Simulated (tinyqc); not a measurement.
Polycrystalline film, grain-boundary barriers (Seto model): effect of the temperature.

One-dimensional grains of size Lg with donors N; each boundary has Qt acceptor-like traps per area at one level Et below the band edge. Trapped electrons qt deplete a width w = qt/N (both sides together) and raise a barrier Vb = q N w^2/(8 eps0 eps_r). Current crosses the barriers by thermionic emission at small bias. Abrupt depletion, full ionisation, Boltzmann statistics.

Nc is given at 400 K and scales as (T/400 K)^1.5; mg and vc are fixed. Partly depleted grains: the density at the grain centre is n0 = N and qt = Qt/(1 + 2 (Nc/N) exp((Vb - Et)/Vt)). If that gives qt >= N Lg, the grains are fully depleted: qt = N Lg, w = Lg and n0 = 2 Nc exp((Vb - Et)/Vt)/(Qt/(N Lg) - 1). Resistivity: barriers rb = Vt exp(Vb/Vt)/(q n0 vc Lg), grain interior rg = (1 - w/Lg)/(q mg N); effective mobility 1/(q N (rb + rg)).

Inputs (values chosen for the exercise); values close to those of polycrystalline silicon:
```
symbol,value,unit,meaning
eps_r,11.7,,relative permittivity of the semiconductor
Lg,400,nm,grain size
Qt,1.3e12,cm^-2,trap density at a boundary
N,9.5e15,cm^-3,donor density
mg,110,cm^2/(V s),mobility inside a grain
vc,4.3e6,cm/s,collection velocity at the barrier
Nc,4.31e19,cm^-3,conduction-band density of states at the reference temperature
Et,0.59,eV,trap level below the band edge
```

Constants: q = 1.602176634e-19 C, kB = 1.380649e-23 J/K, Vt = kB T/q, eps0 = 8.8541878128e-14 F/cm where lengths are in cm. Results are converted to the units shown.

Effect of the temperature:
```
T (K)    w/Lg  Vb (V)  n0 (cm^-3)  resistivity (ohm cm)
250     1.000  0.2939    1.885e13               3.480e7
280     1.000  0.2939    9.744e13               1.749e6
310     1.000  0.2939    3.723e14               1.559e5
340     1.000  0.2939    1.137e15               2.121e4
370     1.000  0.2939    2.930e15                  3972
400     1.000  0.2939    6.610e15                 953.6
430    0.9798  0.2821    9.500e15                 286.9
```

What does the table show?

As T goes from 250 to 430 K, the barrier falls from 0.294 to 0.282 V and the resistivity falls from 3.48e7 to 287 ohm cm. The grains are fully depleted in 6 of the 7 rows. The activation energy between the first two rows is 0.601 eV.

Program tinyqc, `OMP_NUM_THREADS=1 python tinyqc.py 2610023 2610024 out.jsonl`; Intel Xeon 2.30GHz, shared host, one thread, about 0.01 s.
